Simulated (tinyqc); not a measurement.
Floating body of a partially depleted SOI transistor: body voltage and kink: one step of the calculation.

Source at 0 V. Channel current Ic = 2 nf K Vt^2 [F(0) - F(Vd)](1 + la Vd), F(V) = ln^2(1 + exp((Vg - VT - nf V)/(2 nf Vt))), VT = VT0 - gb Vb. Saturation voltage Vs = 2 Vt sqrt(F(0)) + 3 Vt, excess Ve = (Vd - Vs + sqrt((Vd - Vs)^2 + 0.0004 V^2))/2, multiplication M1 = Ai Ve exp(-Bl/Ve). Each junction passes D(v) = J1 (exp(v/Vt) - 1) + J2 (exp(v/(2 Vt)) - 1). Bipolar current Ib = bb J1 (exp(Vb/Vt) - 1). The body settles where M1 (Ic + Ib) = D(Vb) + D(Vb - Vd) + Vb/Rb; drain current Id = (1 + M1)(Ic + Ib) - D(Vb - Vd).

Task. Drain current with floating and with grounded body. Id and VT at the converged Vb, Id at Vb = 0, their ratio, and the bipolar share Ib/(Ic + Ib).

Inputs (values chosen for the exercise); values of the order met in partially depleted silicon-on-insulator transistors: temperature T = 330 K; threshold at zero body voltage VT0 = 0.41 V; fall of the threshold per volt of body voltage gb = 0.16; slope factor nf = 1.49; gain factor per width K = 170 uA/(V^2 um); channel-length modulation factor la = 0.08 1/V; impact-ionisation prefactor Ai = 2.42 1/V; impact-ionisation voltage Bl = 8 V; diffusion saturation current of each junction J1 = 1.7e-12 uA/um; recombination saturation current of each junction J2 = 4.4e-9 uA/um; gain of the lateral bipolar transistor on the diffusion current bb = 0.5; resistance of a weak body tie to the source (1e9 stands for no tie, and the term is then dropped) Rb = 5e5 kohm um; gate voltage Vg = 0.97 V; drain voltage Vd = 1.7 V.

Constants: q = 1.602176634e-19 C, kB = 1.380649e-23 J/K, Vt = kB T/q. Results are converted to the units shown.

converged Vb = 0.69987391 V

Wanted: VT; Id, floating; Id, grounded; ratio; bipolar share.

Result.

VT = 0.2980 V
Id, floating = 29.39 uA/um
Id, grounded = 20.43 uA/um
ratio = 1.439
bipolar share = 0.1416 %

The body rises to 0.700 V and lowers the threshold by 112 mV.

Range of the model: The multiplication law is an empirical form chosen for the exercise; self-heating and capacitive coupling to the body are left out, and the linear laws are rough once Vb passes about 0.7 V or M1 about 0.1.

Numbers from tinyqc (`OMP_NUM_THREADS=1 python tinyqc.py 2182018 2182019 out.jsonl`; about 0.2 s on one thread of a shared Intel Xeon 2.30GHz).
